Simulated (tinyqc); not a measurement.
# Junction parameters from two forward currents

Question. D(v) = J1 (exp(v/Vt) - 1) + J2 (exp(v/(2 Vt)) - 1). Find J1, J2 and the voltage 2 Vt ln(J2/J1) near which both parts are equal.

Parameters, values chosen for the exercise:

| symbol | value | unit | meaning |
|---|---|---|---|
| T | 300 | K | temperature |

Constants: q = 1.602176634e-19 C, kB = 1.380649e-23 J/K, Vt = kB T/q. Results are converted to the units shown.

junction voltages (V): 0.25  0.68
currents (uA/um): 9.2445012e-6  0.11234774

Answer. The current is linear in J1 and J2, so two points give two equations.

J1 = 2.800e-13 uA/um
J2 = 7.400e-8 uA/um
crossover = 0.6455 V

Computed by the program tinyqc: `OMP_NUM_THREADS=1 python tinyqc.py 2182067 2182068 out.jsonl`, one thread of a shared Intel Xeon 2.30GHz, about 0.2 s for the whole run.
